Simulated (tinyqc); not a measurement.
Worked calculation: ROHF in the sto-3g basis, for H4+, spin multiplicity 2. One step of it, computed by the program tinyqc.

Task: Iteration 2: building the Fock matrix. J_ij = sum D_kl (ij|kl) with D = D(alpha) + D(beta), K_ij = sum D_kl (ik|jl) for each spin; F = H + J - K(s); E = tr D H + tr D J / 2 - 0.5 sum_s tr D(s) K(s) + E_nn.

D(alpha) after iteration 1, lower triangle:
```
,1H 1s,2H 1s,3H 1s,4H 1s
1H 1s,0.335685
2H 1s,0.358149,0.385631
3H 1s,-0.016233,0.019457,0.385631
4H 1s,-0.047089,-0.016233,0.358149,0.335685
```

D(beta) after iteration 1, lower triangle:
```
,1H 1s,2H 1s,3H 1s,4H 1s
1H 1s,0.144298
2H 1s,0.170958,0.202544
3H 1s,0.170958,0.202544,0.202544
4H 1s,0.144298,0.170958,0.170958,0.144298
```

core Hamiltonian H = T + V (hartree), lower triangle:
```
,1H 1s,2H 1s,3H 1s,4H 1s
1H 1s,-1.173946
2H 1s,-0.639071,-1.301630
3H 1s,-0.015600,-0.146265,-1.301630
4H 1s,-0.000850,-0.015600,-0.639071,-1.173946
```

Two-electron integrals (ij|kl) in chemists' order, unique and non-zero (hartree):
```
i,j,k,l,(ij|kl)
1,1,1,1,0.774606
2,1,1,1,0.226760
2,1,2,1,0.091247
2,2,1,1,0.417874
2,2,2,1,0.226760
2,2,2,2,0.774606
3,1,1,1,0.002590
3,1,2,1,0.001284
3,1,2,2,0.004135
3,1,3,1,0.000029
3,2,1,1,0.021318
3,2,2,1,0.011193
3,2,2,2,0.039844
3,2,3,1,0.000321
3,2,3,2,0.003977
3,3,1,1,0.156838
3,3,2,1,0.074497
3,3,2,2,0.242987
3,3,3,1,0.002590
3,3,3,2,0.039844
3,3,3,3,0.774606
4,1,1,1,0.000089
4,1,2,1,0.000045
4,1,2,2,0.000156
4,1,3,1,1.30e-06
4,1,3,2,0.000016
4,1,3,3,0.000156
4,1,4,1,6.49e-08
4,2,1,1,0.001512
4,2,2,1,0.000755
4,2,2,2,0.002590
4,2,3,1,0.000024
4,2,3,2,0.000321
4,2,3,3,0.004135
4,2,4,1,1.30e-06
4,2,4,2,0.000029
4,3,1,1,0.051768
4,3,2,1,0.023792
4,3,2,2,0.074497
4,3,3,1,0.000755
4,3,3,2,0.011193
4,3,3,3,0.226760
4,3,4,1,0.000045
4,3,4,2,0.001284
4,3,4,3,0.091247
4,4,1,1,0.115692
4,4,2,1,0.051768
4,4,2,2,0.156838
4,4,3,1,0.001512
4,4,3,2,0.021318
4,4,3,3,0.417874
4,4,4,1,0.000089
4,4,4,2,0.002590
4,4,4,3,0.226760
4,4,4,4,0.774606
```

nuclear repulsion = 1.55474567 hartree

Give: Coulomb J; exchange K(alpha); exchange K(beta); F(alpha); F(beta); total energy of this density.

Result:

Coulomb J (hartree), lower triangle:
```
,1H 1s,2H 1s,3H 1s,4H 1s
1H 1s,1.0709
2H 1s,0.4382,1.2130
3H 1s,0.0082,0.0930,1.2130
4H 1s,0.0004,0.0082,0.4382,1.0709
```

exchange K(alpha) (hartree), lower triangle:
```
,1H 1s,2H 1s,3H 1s,4H 1s
1H 1s,0.4576
2H 1s,0.3459,0.4946
3H 1s,0.0107,0.0438,0.4946
4H 1s,-0.0049,0.0107,0.3459,0.4576
```

exchange K(beta) (hartree), lower triangle:
```
,1H 1s,2H 1s,3H 1s,4H 1s
1H 1s,0.2092
2H 1s,0.1731,0.2696
3H 1s,0.0607,0.1008,0.2696
4H 1s,0.0401,0.0607,0.1731,0.2092
```

F(alpha) (hartree), lower triangle:
```
,1H 1s,2H 1s,3H 1s,4H 1s
1H 1s,-0.5607
2H 1s,-0.5467,-0.5832
3H 1s,-0.0181,-0.0971,-0.5832
4H 1s,0.0044,-0.0181,-0.5467,-0.5607
```

F(beta) (hartree), lower triangle:
```
,1H 1s,2H 1s,3H 1s,4H 1s
1H 1s,-0.3123
2H 1s,-0.3740,-0.3582
3H 1s,-0.0681,-0.1541,-0.3582
4H 1s,-0.0406,-0.0681,-0.3740,-0.3123
```

total energy of this density = -1.600056 hartree
